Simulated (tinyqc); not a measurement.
# Charge pumping in an n-channel transistor: triangular pulses against frequency

The gate is pulsed from accumulation to inversion and back. Energies E are counted from the intrinsic level; Dit(E) = D0 [1 + b (2 E/Eg)^2]. During each edge the traps near the bands emit their carriers, and those between Eh and Ee recombine once a cycle.

For a symmetric triangular wave tr = tf = 1/(2 f). ni = sqrt(Nc Nv) exp(-Eg/(2 Vt)), Eg in volts; emission times te = (dV/Va) tf and th = (dV/Va) tr; Ee = -Vt ln(vth sn ni te), Eh = +Vt ln(vth sp ni th). Nit = integral of Dit from Eh to Ee = D0 [Ee - Eh + 4 b (Ee^3 - Eh^3)/(3 Eg^2)], Qcp = q A Nit, Icp = f Qcp.

Inputs (values chosen for the exercise); band and dielectric values close to those of germanium: temperature T = 250 K; band gap Eg = 0.662 eV; conduction-band density of states at 250 K Nc = 7.99e18 cm^-3; valence-band density of states at 250 K Nv = 4.58e18 cm^-3; gate area A = 1.3 um^2; trap density at midgap D0 = 7.2e11 cm^-2 eV^-1; rise of the trap density towards the band edges b = 0; cross-section for electrons sn = 3.3e-16 cm^2; cross-section for holes sp = 4.2e-15 cm^2; thermal velocity at 250 K, one nominal value for electrons and holes vth = 1.5e7 cm/s; Vth - Vfb dV = 0.97 V; pulse height Va = 2.7 V.

Constants: q = 1.602176634e-19 C, kB = 1.380649e-23 J/K, Vt = kB T/q. Results are converted to the units shown.

Triangular pulses against frequency:
```
f (Hz),Ee (eV),Eh (eV),Nit (cm^-2),Icp (pA),Qcp (fC)
59000,0.08497,-0.03016,8.289e10,10.19,0.1727
1.3e5,0.1020,-0.04718,1.074e11,29.08,0.2237
3e5,0.1200,-0.06520,1.333e11,83.32,0.2777
6.9e5,0.1379,-0.08314,1.592e11,228.8,0.3316
1.6e6,0.1561,-0.1013,1.853e11,617.4,0.3859
3.5e6,0.1729,-0.1181,2.096e11,1528,0.4365
```

Qcp rises from 0.173 to 0.436 fC, by 0.149 fC a decade between the first two rows and 0.149 between the last two (2 q A D0 Vt ln 10 = 0.149 fC): faster edges leave less time for emission and widen the window, so Icp grows faster than f, as f^(1.23).

Range of the model: The Fermi levels of inversion and accumulation are taken to lie beyond Ee and Eh, the flat tops to fill all traps, and no geometric current is added.

tinyqc, about 0.01 s, one thread, Intel Xeon 2.30GHz (shared host): `OMP_NUM_THREADS=1 python tinyqc.py 2030089 2030090 out.jsonl`
